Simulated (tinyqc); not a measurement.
# From ratio C_s/C_B back to dopant prefactor D0

Model: dopant redistribution at a moving silicon-oxide interface during parabolic oxidation. Computed by tinyqc, a small Python program. Command: `OMP_NUM_THREADS=1 python tinyqc.py 3002761 3002762 out.jsonl segox inv`. One thread of a shared host (Intel(R) Xeon(R) Processor @ 2.30GHz), about 0.01 s of CPU time with the checks.

Uniformly doped silicon is oxidised with x_ox = sqrt(B t); the interface advances into the silicon by alpha x_ox, alpha = 0.44. The dopant does not move in the oxide, and at the interface C(silicon) = m C(oxide).

Inputs (values chosen for the exercise, modelled on phosphorus in silicon under dry oxygen):
```
quantity                                           value    unit
dopant activation energy E                          3.71      eV
oxidation prefactor B0                               726  um^2/h
oxidation activation energy E_B                     1.22      eV
segregation coefficient m = C(silicon)/C(oxide)       13       -
bulk doping C_B                                  1.4e+16  1/cm^3
temperature T                                       1075       C
time t                                               3.7       h
```

Constants: k_B = 8.617333262e-05 eV/K.

Method:
- D = D0 exp(-E/(k_B T)), converted with 1 cm^2/s = 3.6e11 um^2/h; B = B0 exp(-E_B/(k_B T)); s = alpha sqrt(B/(4 D)), the interface advance over 2 sqrt(D t).
- Temperatures in kelvin are T(C) + 273.15.
- With the dopant diffusivity D and s = alpha x_ox/(2 sqrt(D t)), in the silicon C = C_B + (C_s - C_B) erfc(y/(2 sqrt(D t)))/erfc(s), y from the original surface. Dopant balance at the interface gives C_s/C_B = 1/[1 + (1/(m alpha) - 1) g], g = sqrt(pi) s exp(s^2) erfc(s).

Task: A run gave the result below. Find the dopant prefactor D0, known to lie between 2.9 and 7.9 cm^2/s.

ratio C_s/C_B = 1.308691

Result:

Each step takes the trial c = (a f_b - b f_a)/(f_b - f_a), f being the result less the target and a, b, c the logarithms of the listed values; c replaces end b, the old b replaces a if the sign of f changed, and otherwise f_a is halved.

Scan of the range:
```
dopant prefactor D0 (cm^2/s)  ratio C_s/C_B
2.90                                1.41146
3.43                                1.37655
4.05                                1.34498
4.79                                1.31585
5.66                                1.28939
6.68                                1.26537
7.90                                1.24313
```

False position (Illinois rule, in the logarithm of the input) inside the bracket:
```
step    end a    end b    trial  ratio C_s/C_B
1     4.79000  5.66000  5.01133        1.30845
2     4.79000  5.01133  4.99731        1.30891
3     5.01133  4.99731  5.00401        1.30869
4     4.99731  5.00401  5.00400        1.30869
```

Ratio C_s/C_B falls at every point of a 13-point scan of the range (every second point is shown), so one value fits; it is bracketed by 4.79 and 5.66. Answer: dopant prefactor D0 = 5.004 cm^2/s.

Caution: in this case the oxide is not much thicker than a typical Deal-Grove length A, so real growth is slower than parabolic. Caution: parabolic growth needs an oxide much thicker than the Deal-Grove length A, which fails for thin films and low temperatures; oxidation-enhanced or retarded diffusion is ignored.
